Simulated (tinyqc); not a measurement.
Smoothing against break-up: capillary instabilities by surface diffusion: grooving and agglomeration of films, edge retraction, wire break-up and smoothing of roughness. Computed by tinyqc, a small Python program. Command: `OMP_NUM_THREADS=1 python tinyqc.py 3012651 3012652 out.jsonl dewet walk`. One thread of a shared host (Intel(R) Xeon(R) Processor @ 2.30GHz), about 0.01 s of CPU time with the checks.

Isotropic surface energy; shapes change by surface diffusion alone.

Inputs (values chosen for the exercise, for a model film):
```
quantity                         value        unit
surface energy gamma_s            1.82       J/m^2
grain-boundary energy gamma_b     0.61       J/m^2
interface energy gamma_i          0.75       J/m^2
atomic volume Omega               12.2  angstrom^3
surface sites nu                    15      1/nm^2
prefactor D0                   0.00059       m^2/s
activation energy Q               1.55          eV
temperature T                      814           K
film thickness h                    11          nm
grain radius R                     180          nm
wire radius r                      2.2          nm
initial ripple over radius        0.01           -
roughness wavelength lambda         46          nm
```

Grooves: at the surface and the interface.

Constants: k_B = 8.617333262e-05 eV/K; k_B = 1.380649e-23 J/K.

Method:
- Groove angle beta: sin(beta) = gamma_b/(2 gamma). For circular grains of radius R with spherical caps the groove ends (measured from the mean surface) at the depth R g(beta), g = (2 - 3 cos beta + cos^3 beta)/(3 sin^3 beta). The film parts if R [g(beta_s) + g(beta_i)] > h.
- B = D_s nu gamma_s Omega^2/(k_B T), D_s = D0 exp(-Q/(k_B T)).
- A wire with r + A cos(k z) has dA/dt = (B/r^4) (kr)^2 [1 - (kr)^2] A: unstable for wavelengths above 2 pi r, fastest at kr = 1/sqrt 2 with the rate B/(4 r^4); break-up time about (4 r^4/B) ln(r/A0); each wavelength makes a sphere of radius (3 r^2 lambda_m/4)^(1/3).
- Roughness of wavelength lambda on a flat face decays as exp[-B (2 pi/lambda)^4 t]; the smoothing time is that for a factor e^3.

beta_s = 9.64729 degrees

Times (s); the last column is (h/(0.780 tan beta_s))^4/B:
```
T (K)  B (nm^4/s)   smoothing  wire break-up  groove to depth h
692    1.2913e+03  6.6743e+00     3.3417e-01         3.6687e+04
733    5.2173e+03  1.6519e+00     8.2709e-02         9.0801e+03
773    1.7613e+04  4.8932e-01     2.4500e-02         2.6897e+03
814    5.4000e+04  1.5960e-01     7.9910e-03         8.7728e+02
855    1.4834e+05  5.8102e-02     2.9091e-03         3.1937e+02
895    3.6284e+05  2.3753e-02     1.1893e-03         1.3056e+02
977    1.7956e+06  4.7999e-03     2.4032e-04         2.6384e+01
```

What follows from these numbers?

All times share 1/B, so their ratios do not depend on T: break-up over smoothing is 0.050. The wire breaks before this roughness is smoothed, at any temperature. Smoothing is safe for lambda well below 2 pi r, above which a ripple along the wire grows instead. B spans 3.1 decades over these rows.
